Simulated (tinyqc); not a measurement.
From results back to parameters: delta-doped layer in the Thomas-Fermi potential. Three cases, with inputs chosen for the exercise.

Problem. The depth of the well was computed from a hidden sheet density.

All donors ionised in the plane z = 0, zero temperature, energies from the Fermi level EF of the Thomas-Fermi model, which lies at the bulk band edge; c = hbar^2/2m0, q = e^2/(4 pi eps0). gv = 4 equivalent valleys, m_d = sqrt(m3^3/mz) in the plane. With n = (gv/3 pi^2)(m3 (-V)/c)^(3/2) and V'' = -(4 pi q/eps) n for z > 0, the solution is V = -b/(|z| + z0)^4 with sqrt(b) = 20/K, K = (4 pi q/eps)(gv/3 pi^2)(m3/c)^(3/2), and z0^5 = 4b/(e F0), e F0 = 2 pi q N/eps; 1e13/cm^2 = 1e-3/angstrom^2. Exchange and correlation are left out.

Constants: hbar^2/2m0 = 3.80998211 eV angstrom^2; e^2/(4 pi eps0) = 14.39964547 eV angstrom.

Find: b; z0; N.

Method. b does not depend on N; z0 = (b/depth)^(1/4), e F0 = 4b/z0^5 and N = eps e F0/(2 pi q).

Case 1.

Values chosen (out of a larger set: near those of a delta-doped layer in Ge; not measured data): m3 = 0.225 m0 (density-of-states mass of a valley); mz = 0.124 m0 (mass along z); eps = 15.9 (dielectric constant).

depth = 0.099209 eV

Solution.

b = 8.216e+05 eV angstrom^4
z0 = 53.65 angstrom
N = 1.30 x 1e13/cm^2

Case 2.

Values chosen (out of a larger set: near those of a delta-doped layer in Ge; not measured data): m3 = 0.215 m0 (density-of-states mass of a valley); mz = 0.116 m0 (mass along z); eps = 15.8 (dielectric constant).

depth = 0.177957 eV

Solution.

b = 9.299e+05 eV angstrom^4
z0 = 47.81 angstrom
N = 2.60 x 1e13/cm^2

Case 3.

Values chosen (out of a larger set: near those of a delta-doped layer in Ge; not measured data): m3 = 0.216 m0 (density-of-states mass of a valley); mz = 0.124 m0 (mass along z); eps = 16.4 (dielectric constant).

depth = 0.072153 eV

Solution.

b = 9.880e+05 eV angstrom^4
z0 = 60.83 angstrom
N = 0.860 x 1e13/cm^2

Computed by tinyqc, one run a case: `OMP_NUM_THREADS=1 python tinyqc.py N N+1 out.jsonl` with N = 1280289, 1280652, 1280694; one thread of a shared Intel(R) Xeon(R) Processor @ 2.30GHz, about 0.1 s a run at most.
